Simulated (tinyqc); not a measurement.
Potential-pH (Pourbaix) lines of a metal, its cation, its oxide and an oxyanion, with a complexing ligand: one step, computed by the program tinyqc. Command: `OMP_NUM_THREADS=1 python tinyqc.py 3002209 3002210 out.jsonl pourb walk`. One thread of a shared host (Intel(R) Xeon(R) Processor @ 2.30GHz), about 0.01 s of CPU time with the checks.

Potentials are against the standard hydrogen electrode; solids and water have unit activity; dG_f of M, H+ and the electron is zero; F = e N_A and s = R T ln(10)/F. The cation carries z = 3.

Task: The stable species at (pH, E). M3+ + 3e = M; (1/2) M2O3 + 3H+ + 3e = M + (3/2) H2O; MO2(-) + 4H+ + 3e = M + 2H2O. For each, E0 = -dG/(z F), and E = E0 + (s/z) log10 a - (s n_H/z) pH, with no activity term for the oxide. The metal is stable below the lowest of the three lines; above it, the species of the lowest line is stable. Water lines at 1 bar: hydrogen E = -s pH, oxygen E = -dG_f(water)/(2F) - s pH.

Inputs (values chosen for the exercise, modelled on aluminium):
```
quantity                             value    unit
dG_f of water                      -237.14  kJ/mol
temperature T                       298.15       K
log10 of the dissolved activity a       -6       -
pH                                     4.5       -
potential E                          0.034       V
```

Species: M, M3+, M2O3, MO2(-).

E0 (V): cation -1.655865, oxide -1.500712, oxyanion -1.215314

s = 0.05915935 V

Constants: e = 1.602176634e-19 C; N_A = 6.02214076e+23 1/mol.

Give: lines at this pH; upper limit of immunity; hydrogen line; oxygen line; E above the limit of immunity.

Result:

lines at this pH (V): cation -1.7742, oxide -1.7669, oxyanion -1.6886

upper limit of immunity = -1.7742 V

hydrogen line = -0.26622 V

oxygen line = 0.96267 V

E above the limit of immunity = 1.8082 V

Stable here: the cation (corrosion). Water itself can oxidise the metal at this pH. Caution: other oxidation states, hydroxides and hydrides are left out, and the lines say nothing of rates.
